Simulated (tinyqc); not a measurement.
Equilibrium crystal shape, supported particles, Gibbs-Thomson effect and coarsening: one step, computed by the program tinyqc. Command: `OMP_NUM_THREADS=1 python tinyqc.py 3006619 3006620 out.jsonl wulff walk`. One thread of a shared host (Intel(R) Xeon(R) Processor @ 2.30GHz), about 0.06 s of CPU time with the checks.

A cubic crystal bounded by {100}, {110} and {111} facets only.

Problem. Gibbs-Thomson solubility and coarsening. Spherical precipitates of nearly pure solute with atomic volume Omega: x(r) = x_inf exp(l/r), l = 2 gamma_i Omega/(k_B T). Diffusion-limited coarsening at small volume fraction (Lifshitz-Slyozov-Wagner): r^3 = r0^3 + K t, K = (4/9) D x_inf l; the number density falls as (r0/r)^3. The steady size distribution is assumed from the start, and D and x_inf are inputs that do not follow T.

Inputs (values chosen for the exercise, modelled on silver):
```
quantity                                value   unit
temperature T                             700      K
precipitate interface energy gamma_i    0.031  J/m^2
solubility x_inf at a flat interface  0.00081      -
diffusivity D                         4.5e-20  m^2/s
mean radius at the start r0               3.4     nm
time t                                   2300      s
```

Omega = 17.05 angstrom^3

Constants: k_B = 1.380649e-23 J/K.

Give: capillary length l; x(r0)/x_inf; rate constant K; mean radius at t; number density over its start.

Solution.

capillary length l = 0.10938 nm

x(r0)/x_inf = 1.0327

rate constant K = 1.7719e-06 nm^3/s

mean radius at t = 3.4001 nm

number density over its start = 0.99990

The time to double the radius is 7 r0^3/K = 1.6e8 s; t is 1.5e-5 times that.
